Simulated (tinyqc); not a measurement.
Inside a calculation. Method: Pariser-Parr-Pople SCF with singles CI, for the molecule c1ccc2ccccc2c1 (SMILES; centres numbered as the heavy atoms are written). Computed by tinyqc, a small Python program that keeps every step. Settings: charge = 0, gamma = MN, start = huckel, damping = 0.3, iteration cap = 87, excitations kept = 4. Command: `OMP_NUM_THREADS=1 python tinyqc.py 20593 20594 out.jsonl` (the two numbers bound the seeds that draw the settings). One thread of a shared host (Intel(R) Xeon(R) Processor @ 2.60GHz), about 0.02 s of CPU time with the checks.

Centres (angstrom, eV; a flat drawing with bonds scaled to 1.40 angstrom):
```
centre          x          y  core charge z          W   gamma_rr
1C       2.425000  -0.700000              1  11.160000  11.130000
2C       2.425000   0.700000              1  11.160000  11.130000
3C       1.212000   1.400000              1  11.160000  11.130000
4C       0.000000   0.700000              1  11.160000  11.130000
5C      -1.212000   1.400000              1  11.160000  11.130000
6C      -2.425000   0.700000              1  11.160000  11.130000
7C      -2.425000  -0.700000              1  11.160000  11.130000
8C      -1.212000  -1.400000              1  11.160000  11.130000
9C       0.000000  -0.700000              1  11.160000  11.130000
10C      1.212000  -1.400000              1  11.160000  11.130000
```

Resonance integrals (eV):
```
i    j       beta
1    2  -2.390000
2    3  -2.390000
3    4  -2.390000
4    5  -2.390000
5    6  -2.390000
6    7  -2.390000
7    8  -2.390000
8    9  -2.390000
9   10  -2.390000
10   1  -2.390000
9    4  -2.390000
```

Stop when output and input P, before any damping, agree to 1e-7.

Course of the cycle:
```
iteration         E (eV)  largest |P(out) - P(in)|
1          -129.15437711                  1.21e-02
2          -129.16178043                  8.06e-03
3          -129.16559597                  5.26e-03
4          -129.16734693                  3.40e-03
5          -129.16810927                  2.18e-03
6          -129.16843224                  1.39e-03
7          -129.16856700                  8.87e-04
8          -129.16862272                  5.64e-04
9          -129.16864564                  3.59e-04
10         -129.16865504                  2.28e-04
11         -129.16865888                  1.45e-04
...                  ...                       ...
18         -129.16866153                  6.11e-06
19         -129.16866154                  3.89e-06
20         -129.16866154                  2.48e-06
21         -129.16866154                  1.58e-06
22         -129.16866154                  1.01e-06
23         -129.16866154                  6.43e-07
24         -129.16866154                  4.10e-07
25         -129.16866154                  2.61e-07
26         -129.16866154                  1.67e-07
27         -129.16866154                  1.06e-07
28         -129.16866154                  6.79e-08
```

Can the last value be used, and what does the course show?

Yes. Converged in 28 iterations.
